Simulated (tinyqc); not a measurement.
Landau-Devonshire theory of a uniaxial ferroelectric: one step, computed by the program tinyqc. Command: `OMP_NUM_THREADS=1 python tinyqc.py 3000533 3000534 out.jsonl ferro walk`. One thread of a shared host (Intel(R) Xeon(R) Processor @ 2.30GHz), about 0.01 s of CPU time with the checks.

G(P) = (alpha/2) P^2 + (beta*/4) P^4 + (gamma/6) P^6 - E P per volume, SI units, one domain, P along the polar axis.

Task: The 180-degree wall. With the term (g/2) (dP/dx)^2, (g/2) P'^2 = G(P) - G(Ps) across the wall: energy = int_(-Ps)^(Ps) sqrt(2 g [G(P) - G(Ps)]) dP (40 Gauss-Legendre points); width = 2 Ps over the slope at P = 0, sqrt(2 |G(Ps)|/g). Elastic coupling inside the wall is left out.

Inputs (values chosen for the exercise, for a model ferroelectric): Curie-Weiss temperature T0 = 760 K; gamma = 6.17e+08 J m^9/C^6; temperature T = 461 K; gradient coefficient g = 4.3e-10 J m^3/C^2.

Sample: free crystal.

spontaneous polarisation Ps = 57.38517 microcoulomb/cm^2

alpha = -1.456130e+08 J m/C^2

beta* = 2.39e+08 J m^5/C^4

well depth G(Ps) = -13.82393 MJ/m^3

Give: wall energy; wall width.

Result:

wall energy = 85.584 mJ/m^2

wall width = 4.5262 nm
